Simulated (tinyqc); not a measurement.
Tight binding, honeycomb lattice, step by step. One step of it, computed by the program tinyqc.

Task: Levels at k. Diagonalise the Hermitian matrix.

H(k) at k (eV), order A, B:
```
[[0.890000, -2.046637-2.092545i],
 [-2.046637+2.092545i, -0.890000]]
```

Give: eigenvalues; weights |c|^2 of the basis functions.

Result:

eigenvalues (eV): [-3.0593, 3.0593]

weights |c|^2 of the basis functions, order A, B:
```
[[0.3545, 0.6455],
 [0.6455, 0.3545]]
```
